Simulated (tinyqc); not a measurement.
Binary melting diagram from solution models of liquid and solid: one step, computed by the program tinyqc. Command: `OMP_NUM_THREADS=1 python tinyqc.py 3025086 3025087 out.jsonl melt walk`. One thread of a shared host (Intel(R) Xeon(R) Processor @ 2.30GHz), about 0.01 s of CPU time with the checks.

x is the fraction of B. In a phase with interaction L: mu_A = G_A + R T ln(1 - x) + L x^2, mu_B = G_B + R T ln x + L (1 - x)^2. Melting: G(liquid) - G(solid) = H (1 - T/T_m) for each pure component.

Problem. Temperature and melting free energies. T = T_A + u (T_B - T_A). The ideal solution has k_A = exp(dG_A/(R T)) = (1 - xs)/(1 - xl) and k_B = exp(dG_B/(R T)) = xs/xl, so xl = (1 - k_A)/(k_B - k_A).

Inputs (values chosen for the exercise, modelled on Si-Ge):

| quantity | value | unit |
|---|---|---|
| melting point T_A | 1687 | K |
| melting point T_B | 1211 | K |
| heat of melting H_A | 50.2 | kJ/mol |
| heat of melting H_B | 36.8 | kJ/mol |
| position of T, (T - T_A)/(T_B - T_A) | 0.63 | - |

Diagram: complete solid solution (lens).

Constants: R = 8.314462618 J/(mol K).

Give: T; dG_A; dG_B; ideal liquidus xl; ideal solidus xs.

Solution.

T = 1387.12 K

dG_A = 8.924 kJ/mol

dG_B = -5.352 kJ/mol

ideal liquidus xl = 0.7588

ideal solidus xs = 0.4771
